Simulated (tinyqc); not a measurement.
## Dead time and true rate from two light levels

Inverse problem. A non-paralysable detector measures m = n/(1 + n td); dark counts are negligible. Find td and the true rate at the lower flux.

measured rates at a photon flux and at four times that flux (1/s): [5.6115108e7, 1.2187500e8]

Solution. 1/m = 1/n + td, so the difference of the inverse rates is 3/(4 n).

td = 5.00 ns
n = 7.80e7 1/s

Numbers from tinyqc (`OMP_NUM_THREADS=1 python tinyqc.py 2630041 2630042 out.jsonl`; about 0.01 s on one thread of a shared Intel Xeon 2.30GHz).
